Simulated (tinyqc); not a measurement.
FinFET, parasitic resistance, capacitance and delay: two steps of the calculation.

Nf fins under one contact; each has gated perimeter p = 2 Hf + Wf and cross-section A = Hf Wf; contact width Wc = Nf pf, stack height Hs = Hf. Contact length Lc = CPP - Lg - 2 Lsp, shared by two neighbouring gates. Source and drain sides are equal. The formulas are first-order estimates, not field solutions.

Parameters, values chosen for the exercise; values close to those of silicon logic devices:
```
symbol    value      unit                                  meaning
Nf            3                                     number of fins
Hf           42        nm                               fin height
Wf            8        nm                                fin width
pf           34        nm                                fin pitch
CPP          48        nm                     contacted gate pitch
Lg           20        nm                              gate length
Lsp           7        nm                            spacer length
rc       1.5e-9  ohm cm^2                      contact resistivity
re      0.00025    ohm cm  resistivity of the source-drain epitaxy
te           30        nm    current-carrying depth of the epitaxy
rx       0.0013    ohm cm             resistivity of the extension
Vdd         0.6         V                           supply voltage
```

Question 1. Geometry and resistances. Epitaxy sheet resistance Rsh = re/te, transfer length LT = sqrt(rc/Rsh), contact Rc = [sqrt(rc Rsh)/Wc] coth(Lc/(2 LT)); extension of one fin Rx = rx Lsp/A. Effective width N p; for equal currents one side has Rc + Rx/N.

Find: Lc; effective width; Rsh; LT; Rc; Rx; one side times effective width.

Answer 1.

Lc = 14.00 nm
effective width = 276.0 nm
Rsh = 83.33 ohm
LT = 42.43 nm
Rc = 212.0 ohm
Rx = 270.8 ohm
one side times effective width = 83.43 ohm um

Question 2. Effective current, delay and energy. Ieff = (IH + IL)/2, delay CL Vdd/(2 Ieff), energy CL Vdd^2, with CL the load of an inverter that drives an equal one.

IH = I(Vdd, Vdd/2) = 232.89203 uA
IL = I(Vdd/2, Vdd), solved likewise = 82.529013 uA
CL = 1032.8918 aF

Give: Ieff; delay; energy.

Answer 2.

Ieff = 157.71 uA
delay = 1.9648 ps
energy = 371.84 aJ

Numbers from tinyqc (`OMP_NUM_THREADS=1 python tinyqc.py 2170153 2170154 out.jsonl`; about 0.04 s on one thread of a shared Intel Xeon 2.30GHz).
